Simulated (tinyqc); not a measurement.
# Off-state leakage of single and stacked transistors: two studies

n-channel devices of unit width. Subthreshold current I(Vg, Vs, Vd) = I0 (T/300 K)^0.5 exp[(Vg - Vs - VT(T) - gb (Vs - Vb) + dd (Vd - Vs))/(nf Vt)] (1 - exp(-(Vd - Vs)/Vt)), VT(T) = VT - cT (T - 300 K). Gate-edge tunnelling Ig (Vd/1 V) exp(ag (Vd - 1 V)), for a gate at 0 V, and band-to-band leakage Ab u exp(-Bb/u), u = Vd - Vb + 1 V, flow at a drain held at V; both are taken as independent of T. In a stack of off transistors (all gates at 0 V) the same subthreshold current passes through each.

Values chosen for this exercise; values of the order met in bulk silicon logic transistors: temperature T = 398 K; supply voltage V = 1.1 V; threshold at 300 K, zero drain and body bias VT = 0.38 V; fall of the threshold with temperature cT = 0.5 mV/K; current at threshold at 300 K I0 = 0.16 uA/um; slope factor nf = 1.3; drain-induced lowering per volt dd = 0.12; rise of the threshold per volt of source-body bias gb = 0.2; gate-edge tunnelling current at 1 V Ig = 1e-6 uA/um; exponential slope of the gate current ag = 5.5 1/V; prefactor of band-to-band leakage at the drain Ab = 30 uA/(um V); its exponential voltage Bb = 26 V; body voltage Vb = -0.3 V.

Constants: q = 1.602176634e-19 C, kB = 1.380649e-23 J/K, Vt = kB T/q. Results are converted to the units shown.

Each table varies one quantity; the others keep the values above.

## Subthreshold current against the height of the stack

All n gates at 0 V, bottom source at 0 V, top drain at V; node voltages follow from equal currents.

Subthreshold current against the height of the stack:
```
n,I (nA/um),reduction factor,drain voltage of the bottom device (mV),source voltage of the top device (mV),voltage across the top device (V)
1,0.5530,1.000,1100,0,1.100
2,0.03446,16.05,93.75,93.75,1.006
3,0.01664,33.24,26.68,118.3,0.9817
4,0.01090,50.71,15.58,132.6,0.9674
5,0.008098,68.29,11.01,142.7,0.9573
6,0.006435,85.92,8.506,150.4,0.9496
```

What does the comparison show?

The second transistor cuts the current by a factor of 16.0, the third by a further 2.07 and the sixth by 1.26. The top device keeps 86.3 % of the supply at n = 6, while the drain voltage of the bottom one falls to 0.248 Vt.

## Leakage components against the body voltage

Same model as above.

One transistor with Vg = Vs = 0, Vd = V; stack factor I(one)/I(two in series).

The same in every row: gate edge (nA/um) = 0.0019066; stack factor = 16.046.

Leakage components against the body voltage:
```
Vb (V),subthreshold (nA/um),band-to-band (nA/um),total (nA/um),largest part
0.2,5.2089,0.064998,5.2758,subthreshold
0,2.1239,0.26446,2.3902,subthreshold
-0.2,0.86597,0.85003,1.7179,subthreshold
-0.4,0.35308,2.2824,2.6374,band-to-band
-0.6,0.14396,5.3259,5.4717,band-to-band
-0.8,0.058699,11.113,11.174,band-to-band
-1,0.023934,21.184,21.210,band-to-band
-1.2,0.0097585,37.490,37.502,band-to-band
-1.4,0.0039789,62.374,62.380,band-to-band
```

What does the table show?

As Vb goes from 0.2 to -1.4, the total leakage goes from 5.28 through a minimum of 1.72 (at Vb = -0.2 among the rows listed) to 62.4 nA/um. The subthreshold part leads at Vb = 0.2, the band-to-band part from -0.4 on. The exact minimum lies at Vb = -0.183 V: reverse body bias lowers the subthreshold part by a decade every nf Vt ln 10/gb = 0.513 V but raises the band-to-band part. The reduction by a stack of two stays at 16.0, for the subthreshold part alone. For Vb = 0.2 the body is forward biased; the junction current, left out, is still small at this voltage.

tinyqc, about 0.03 s, one thread, Intel Xeon 2.30GHz (shared host): `OMP_NUM_THREADS=1 python tinyqc.py 2242251 2242252 out.jsonl`
